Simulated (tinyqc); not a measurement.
# Free and trapped electrons in a MOS channel with a dense trap tail, step by step

Numbers from tinyqc (`OMP_NUM_THREADS=1 python tinyqc.py 2222172 2222173 out.jsonl`; about 0.02 s on one thread of a shared Intel Xeon 2.30GHz). Printed values are rounded.

p-type body, charge-sheet picture, full ionisation (an idealisation for deep acceptors), Boltzmann statistics for free electrons. e = Ec - EF at the surface. Acceptor-like traps of density D(E) = D0 + De exp(-E/Ew) at depth E below Ec, from 0 to Eu, hold n_t = integral of D(E)/(1 + exp((e - E)/Vt)). psi = Eg - Vt ln(Nv/Na) - e; N_dep = sqrt(2 eps0 eps_r Na (psi - Vt)/q); n_f = sqrt(N_dep^2 + 2 eps0 eps_r Vt Nc exp(-e/Vt)/q) - N_dep; Vg = Vfb + psi + q (N_dep + n_t + n_f)/Cox, Cox = eps0 eox/tox.

Inputs (values chosen for the exercise); band and dielectric values close to those of 4H silicon carbide:
- T = 250 K (temperature)
- Eg = 3.23 eV (band gap)
- eps_r = 9.61 (relative permittivity)
- Nc = 1.3e19 cm^-3 (conduction-band density of states at T)
- Nv = 1.9e19 cm^-3 (valence-band density of states at T)
- eox = 3.9 (relative permittivity of the insulator)
- tox = 51 nm (insulator thickness)
- Na = 8.9e16 cm^-3 (acceptor density)
- Vfb = -2.2 V (flat-band voltage without trapped charge)
- D0 = 2.9e10 cm^-2 eV^-1 (constant background density of acceptor-like traps)
- De = 5.6e12 cm^-2 eV^-1 (density of the tail at the conduction edge)
- Ew = 0.1 eV (decay energy of the tail)
- Eu = 0.69 eV (depth below Ec down to which the traps reach)
- mf = 94 cm^2/(V s) (mobility of free electrons)
- e = 0.027 eV (Ec - EF at the surface)

Constants: q = 1.602176634e-19 C, kB = 1.380649e-23 J/K, Vt = kB T/q, eps0 = 8.8541878128e-14 F/cm where lengths are in cm. Results are converted to the units shown.

Range of the model: EF lies less than 2 Vt below the band edge, or above it, where degeneracy and confinement, left out, matter.

## Trapped charge

Trapezoid rule on 14 equal steps from 0 to Eu, f = 1/(1 + exp((e - E)/Vt)).

```
point     E (eV)  D(E) f (cm^-2 eV^-1)
0              0            1.25038e12
1      0.0492857            2.54528e12
2      0.0985714            2.04500e12
3       0.147857            1.30083e12
4       0.197143            8.08543e11
5       0.246429            5.05371e11
6       0.295714            3.20015e11
7          0.345            2.06775e11
8       0.394286            1.37599e11
9       0.443571            9.53410e10
10      0.492857            6.95263e10
11      0.542143            5.37566e10
12      0.591429            4.41233e10
13      0.640714            3.82385e10
14          0.69            3.46436e10
```

n_t = 4.34350e11 cm^-2

With 1600 steps n_t = 4.412e11 cm^-2; the coarse value is 1.6 % below it.

## Charges and gate voltage

psi, N_dep, n_f and Vg as defined, with the n_t given; free share n_f/(n_f + n_t); apparent mobility mf n_f/(n_f + n_t); gate voltage spent on traps q n_t/Cox.

psi = 3.08745 V
N_dep = 1.70243e12 cm^-2
n_f = 2.33479e11 cm^-2
Vg = 6.49617 V
free share = 34.9609 %
apparent mobility = 32.8632 cm^2/(V s)
gate voltage spent on traps = 1.02780 V
